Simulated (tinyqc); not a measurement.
Length of a polyene: Hueckel, PPP and singles CI along the polyenes. Computed by the program tinyqc. Hueckel uses the same beta without repulsion; CIS keeps all single excitations and so misses the low, doubly excited 2Ag state. W is the valence ionisation energy of a centre, MN the Mataga-Nishimoto formula, f the oscillator strength.

All-trans chains of carbon centres 1.40 angstrom apart:

| parameter | value |
|---|---|
| beta (eV), times 1 +/- alternation | -2.620000 |
| alternation | 0 |
| W (eV) | 11.160000 |
| gamma_rr (eV) | 10.520000 |
| repulsion formula | Ohno |

Gaps and excitations (eV):

| centres | Hueckel gap | PPP orbital gap | bright singlet (CIS) | f | lowest triplet (CIS) |
|---|---|---|---|---|---|
| 2 | 5.2400 | 12.5945 | 6.8227 | 0.5850 | 3.6573 |
| 4 | 3.2385 | 9.6801 | 5.1982 | 1.1370 | 2.3653 |
| 6 | 2.3320 | 8.1776 | 4.2475 | 1.6346 | 1.7422 |
| 8 | 1.8198 | 7.2574 | 3.6255 | 2.0855 | 1.3935 |
| 10 | 1.4915 | 6.6372 | 3.1865 | 2.4914 | 1.1769 |

What does the comparison show, and why?

The Hueckel gap tends to 4 x alternation x |beta| = 0.00 eV for long chains (zero without alternation, falling as 1/N). Exchange opens the PPP orbital gap, and the attraction of electron and hole brings the bright state 3.45 eV below it at 10 centres; the triplet lies 2.01 eV lower still.
